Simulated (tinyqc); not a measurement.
Plane-averaged potentials: correction of a charged-defect supercell by a model charge and potential alignment (plane-averaged potentials). Computed by tinyqc, a small Python program. Command: `OMP_NUM_THREADS=1 python tinyqc.py 3113621 3113622 out.jsonl align walk`. One thread of a shared host (Intel(R) Xeon(R) Processor @ 2.30GHz), about 0.01 s of CPU time with the checks.

The "true" defect charge is (1 - x) q in a Gaussian of width sigma plus x q in one of width sigma_t, so the exact answer is known; the correction sees only a single model Gaussian of width sigma_m. A Gaussian of width s has the transform rho(G) = exp(-G^2 s^2/2), normalised to 1. A uniform background cancels q, so G = 0 is left out. Potentials are those felt by a unit positive charge. E_0 is the formation energy of the isolated defect, E_cell its value in the supercell, E_lat = E_iso - E_per of the model charge, C the true less the model potential far from the defect; the exact correction is E_0 - E_cell, and the error of a scheme is E_cell plus its correction less E_0.

Inputs (values chosen for the exercise, with screening close to that of diamond): defect charge q = 3 e; dielectric constant eps = 5.51; edge of the cubic cell L = 17.9 angstrom; width sigma of the true defect charge = 1.5 angstrom; width sigma_m of the model charge = 1.3 angstrom; share x of the charge in a wide tail = 0.13; width sigma_t of the tail = 2.4 angstrom.

Constants: e^2/(4 pi eps_0) = 14.39964548 eV angstrom.

Method. Plane-averaged potential at distance z from the defect: V(z) = (4 pi q/(eps L^3)) (e^2/(4 pi eps_0 e)) sum_(m != 0) rho(G_m) cos(G_m z)/G_m^2, G_m = 2 pi m/L, |m| <= 40.

Potentials (V):
```
z/L   z (angstrom)      true     model  difference
0.00         0.000   0.28355   0.31371   -0.030157
0.05         0.895   0.26012   0.28422   -0.024100
0.10         1.790   0.19873   0.21008   -0.011349
0.15         2.685   0.11881   0.11946   -0.000644
0.20         3.580   0.03759   0.03251    0.005082
0.25         4.475  -0.03541  -0.04285    0.007434
0.30         5.370  -0.09645  -0.10474    0.008292
0.35         6.265  -0.14431  -0.15290    0.008592
0.40         7.160  -0.17861  -0.18730    0.008690
0.45         8.055  -0.19922  -0.20794    0.008719
0.50         8.950  -0.20609  -0.21482    0.008725
```

The difference moves by 0.03 mV between z/L = 0.4 and 0.5: a plateau.
